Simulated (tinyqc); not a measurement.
Optical transitions of a finite quantum well: one step. Confinement energies. Three cases, with inputs chosen for the exercise.

Problem. Up to three levels for each carrier.

Each carrier sees a square well of width L with its own depth V and masses m (inside), mb (outside); c = hbar^2/2m0, k = sqrt(m E/c), kappa = sqrt(mb (V - E)/c), and level n solves k L + 2 atan[(k/m)/(kappa/mb)] = n pi. The envelope is cos(kz) for odd n and sin(kz) for even n inside, joins exp(-kappa (|z| - L/2)) outside, and is normalised to 1. Excitons and band mixing are left out.

Constants: hbar^2/2m0 = 3.80998211 eV angstrom^2.

Case 1.

Values chosen (near those of a GaAs well in AlGaAs; shifted at random, so the results belong to these values and not to a real crystal): L = 131 angstrom (well width); Eg = 1.547 eV (gap of the well); Vc = 0.251 eV (conduction offset); Vv = 0.135 eV (valence offset); me = 0.0652 m0 (electron, well); meb = 0.0927 m0 (electron, barrier); mh = 0.354 m0 (heavy hole along z, well); mhb = 0.406 m0 (heavy hole, barrier); ml = 0.0919 m0 (light hole along z, well); mlb = 0.1054 m0 (light hole, barrier).

Case 2.

Values chosen (near those of an InGaAs well in InAlAs; shifted at random, so the results belong to these values and not to a real crystal): L = 99 angstrom (well width); Eg = 0.814 eV (gap of the well); Vc = 0.499 eV (conduction offset); Vv = 0.194 eV (valence offset); me = 0.0415 m0 (electron, well); meb = 0.0752 m0 (electron, barrier); mh = 0.393 m0 (heavy hole along z, well); mhb = 0.426 m0 (heavy hole, barrier); ml = 0.0526 m0 (light hole along z, well); mlb = 0.0942 m0 (light hole, barrier).

Case 3.

Values chosen (near those of a GaAs well in AlGaAs; shifted at random, so the results belong to these values and not to a real crystal): L = 82 angstrom (well width); Eg = 1.51 eV (gap of the well); Vc = 0.316 eV (conduction offset); Vv = 0.178 eV (valence offset); me = 0.0689 m0 (electron, well); meb = 0.0994 m0 (electron, barrier); mh = 0.364 m0 (heavy hole along z, well); mhb = 0.409 m0 (heavy hole, barrier); ml = 0.0924 m0 (light hole along z, well); mlb = 0.1131 m0 (light hole, barrier).

Give: a table of level, E (eV), k (1/angstrom), kappa (1/angstrom).

Solution.

Case 1.

Levels:
```
level  E (eV)  k (1/angstrom)  kappa (1/angstrom)
e1     0.0206         0.01876             0.07488
e2     0.0817         0.03740             0.06417
e3     0.1794         0.05540             0.04175
hh1    0.0047         0.02092             0.11783
hh2    0.0188         0.04176             0.11129
hh3    0.0419         0.06243             0.09958
lh1    0.0143         0.01859             0.05778
lh2    0.0560         0.03676             0.04674
lh3    0.1175         0.05324             0.02199
```

Case 2.

Levels:
```
level  E (eV)  k (1/angstrom)  kappa (1/angstrom)
e1     0.0496         0.02324             0.09418
e2     0.1997         0.04664             0.07686
e3     0.4369         0.06898             0.03501
hh1    0.0074         0.02761             0.14445
hh2    0.0294         0.05509             0.13565
hh3    0.0656         0.08227             0.11981
lh1    0.0317         0.02094             0.06334
lh2    0.1266         0.04181             0.04081
```

Case 3.

Levels:
```
level  E (eV)  k (1/angstrom)  kappa (1/angstrom)
e1     0.0421         0.02758             0.08454
e2     0.1654         0.05469             0.06269
hh1    0.0107         0.03193             0.13402
hh2    0.0423         0.06359             0.12069
hh3    0.0934         0.09447             0.09529
lh1    0.0301         0.02702             0.06626
lh2    0.1147         0.05274             0.04336
```

Computed by tinyqc, one run a case: `OMP_NUM_THREADS=1 python tinyqc.py N N+1 out.jsonl` with N = 1250779, 1251170, 1251266; one thread of a shared Intel(R) Xeon(R) Processor @ 2.30GHz, about 0.3 s a run at most.
